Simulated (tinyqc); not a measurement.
Inside a calculation. Model: MOS structure on a p-type body with a surface-enhanced doping, non-linear Poisson equation by Newton steps.

Computed by the program tinyqc: `OMP_NUM_THREADS=1 python tinyqc.py 2080077 2080078 out.jsonl`, one thread of a shared Intel Xeon 2.30GHz, about 0.5 s for the whole run. Printed values are rounded.

One dimension, insulator interface at x = 0, acceptor density Na + N0 exp(-x/Ls), net doping C = -(acceptor density). psi is counted from the intrinsic level: n = ni exp((psi - Vb)/Vt), p = ni exp(-psi/Vt); deep in the body psi_b = -Vt ln(Na/ni). The gate acts through Cox = eps0 eox/tox and has the potential psi_G = Vg - (phiM - chi - Vt ln(Nc/ni)). Boltzmann statistics, full ionisation, classical densities, no oxide or interface charge.

Values chosen for this exercise; band and dielectric values close to those of germanium: temperature T = 250 K; band gap Eg = 0.67 eV; relative permittivity eps_r = 16; conduction-band density of states at T Nc = 8.06e18 cm^-3; valence-band density of states at T Nv = 4.63e18 cm^-3; electron affinity chi = 3.95 eV; acceptor density deep in the body Na = 5.3e17 cm^-3; relative permittivity of the gate insulator (close to silicon dioxide) eox = 3.9; insulator thickness tox = 2.8 nm; gate work function phiM = 3.98 eV; electron quasi-Fermi potential against the body Vb = 0 V; extra acceptor density at the surface N0 = 4.2e18 cm^-3; decay length Ls = 17 nm; gate voltage against the body Vg = 1.08 V.

Constants: q = 1.602176634e-19 C, kB = 1.380649e-23 J/K, Vt = kB T/q, eps0 = 8.8541878128e-14 F/cm where lengths are in cm. Results are converted to the units shown.

Range of the model: On a fine mesh the surface electron density exceeds 0.3 Nc, so degeneracy and confinement would lower the charge and push it away from the interface.

## Scales and end potentials

ni = sqrt(Nc Nv) exp(-Eg/(2 Vt)), Eg in volts; Cox, psi_G and psi_b as defined.

ni = 1.07809e12 cm^-3
Cox = 1.23326 uF/cm^2
psi_G = 1.39097 V
psi_b = -0.282335 V

## Net doping on the mesh

x, node 0 to 11 (nm): 0  0.3  0.849  1.86  3.7  7.07  13.3  24.6  45.3  83.2  153  280

C = -(Na + N0 exp(-x/Ls)), taken at the nodes.

net doping C, node 0 to 11 (cm^-3): -4.73e18  -4.65653e18  -4.52540e18  -4.29472e18  -3.90852e18  -3.30098e18  -2.45078e18  -1.51810e18  -8.22403e17  -5.61460e17  -5.30518e17  -5.30000e17

## Couplings between neighbouring nodes

a_i = eps0 eps_r/h_i for the interval from node i to i + 1, with h_i = x_(i+1) - x_i in cm.

coupling a_i, interval 0 to 10 (F/cm^2): 4.72223e-5  2.58046e-5  1.40126e-5  7.69929e-6  4.20377e-6  2.27395e-6  1.25369e-6  6.84382e-7  3.73792e-7  2.02961e-7  1.11549e-7

## Starting potential

psi_b + U (1 - x/W)^2 for x < W and psi_b beyond, with U = Vb - 2 psi_b and W = sqrt(2 eps0 eps_r U/(q Na)).

psi at the start, node 0 to 11 (V): 0.282335  0.274557  0.260462  0.234979  0.190172  0.113369  -0.010688  -0.176337  -0.282335  -0.282335  -0.282335  -0.282335

## Iteration 1: densities, residual and Jacobian diagonal

n_i = ni exp((psi_i - Vb)/Vt), p_i = ni exp(-psi_i/Vt), rho_i = p_i - n_i + C_i, g_i = (n_i + p_i)/Vt. Box widths w_i = (h_(i-1) + h_i)/2 in cm. Residual F_i = a_i (psi_(i+1) - psi_i) - a_(i-1) (psi_i - psi_(i-1)) + q rho_i w_i; Jacobian: a_(i-1) and a_i beside the diagonal, b_i = -a_(i-1) - a_i - q g_i w_i on it. Node 0 is free: w_0 = h_0/2, F_0 = a_0 (psi_1 - psi_0) + Cox (psi_G - psi_0) + q rho_0 w_0, b_0 = -a_0 - Cox - q g_0 w_0, with Cox = eps0 eox/tox, psi_G = Vg - (phiM - chi - Vt ln(Nc/ni)). The last node is fixed.

```
node	n (cm^-3)	p (cm^-3)
0	5.3e17	2.19298e6
1	3.69378e17	3.14659e6
2	1.92014e17	6.05309e6
3	5.88321e16	1.97559e7
4	7.35107e15	1.58110e8
5	2.08008e14	5.58766e9
6	6.56433e11	1.77060e12
7	3.00511e8	3.86768e15
8	2.19298e6	5.3e17
9	2.19298e6	5.3e17
10	2.19298e6	5.3e17
11	2.19298e6	5.3e17
```

```
node	residual F (C/cm^2)	diagonal b (F/cm^2)
0	9.87285e-7	-4.85147e-5
1	-3.05778e-8	-7.31435e-5
2	-5.23300e-8	-3.99285e-5
3	-8.73262e-8	-2.17742e-5
4	-1.41315e-7	-1.19173e-5
5	-2.13117e-7	-6.47846e-6
6	-2.69737e-7	-3.52765e-6
7	-2.53041e-7	-1.98409e-6
8	-6.47221e-8	-1.26071e-5
9	-2.71430e-8	-2.18023e-5
10	-8.17155e-10	-3.90999e-5
```

## Iteration 1: Newton step

Solve the tridiagonal system a_(i-1) d_(i-1) + b_i d_i + a_i d_(i+1) = -F_i for nodes 0 to 10, with d = 0 on fixed nodes. Each component d is damped to sign(d) Vt ln(1 + |d|/Vt) before it is added.

Newton step d, before damping, node 0 to 10 (V): 0.116490  0.098771  0.067976  0.015542  -0.068419  -0.188812  -0.317718  -0.336377  -0.023443  -0.001647  -0.000029
psi after iteration 1, node 0 to 11 (V): 0.322350  0.311612  0.291148  0.246680  0.159379  0.064278  -0.070077  -0.236879  -0.298197  -0.283922  -0.282364  -0.282335

## Course of the Newton iteration

Stop when the largest undamped |d| is below 1e-9 V, or after 80 iterations.

Course of the iteration:
```
iteration	largest |F| (C/cm^2)	largest |d| (V)	at node
1	9.87e-7	0.336	7
2	7.91e-7	0.206	6
3	5.49e-7	0.105	6
4	2.45e-7	0.0655	6
5	1.00e-7	0.0348	6
6	4.52e-8	0.0133	6
7	1.03e-8	2.71e-3	6
8	5.55e-10	1.43e-4	6
9	1.67e-12	4.28e-7	6
10	1.50e-17	3.86e-12	6
```

Converged in 10 iterations. Once the step is below 0.1 Vt, 2 more iteration(s) reach the threshold: near the solution the error is roughly squared each time.

## Converged densities and sheet charges

converged psi, node 0 to 11 (V): 0.374745  0.350413  0.310405  0.242506  0.131918  -0.031817  -0.222870  -0.298636  -0.291887  -0.283701  -0.282363  -0.282335

n and p as above; box widths w_i (half boxes at both ends); band bending psi_0 - psi_b; N_inv = sum w n; N_dep = -sum w (p + C); centroid sum w n x/N_inv; gate charge Cox (psi_G - psi_0)/q.

```
node	n (cm^-3)	p (cm^-3)
0	3.86527e19	30069.8
1	1.24930e19	93034.2
2	1.95053e18	5.95878e5
3	8.34372e16	1.39300e7
4	4.92035e14	2.36219e9
5	2.46176e11	4.72133e12
6	3.46576e7	3.35360e16
7	1.02899e6	1.12954e18
8	1.40759e6	8.25725e17
9	2.05825e6	5.64692e17
10	2.19013e6	5.30689e17
11	2.19298e6	5.3e17
```

band bending = 0.657080 V
N_inv = 1.27428e12 cm^-2
N_dep = 6.54806e12 cm^-2
centroid of the electrons = 0.243953 nm
gate charge over q = 7.82232e12 cm^-2

N_inv + N_dep is within 0.01 % of the gate charge. A mesh of about 600 nodes or more gives a band bending of 0.6631 V and N_inv = 1.403e12 cm^-2; this mesh is 9.2 % below the latter.
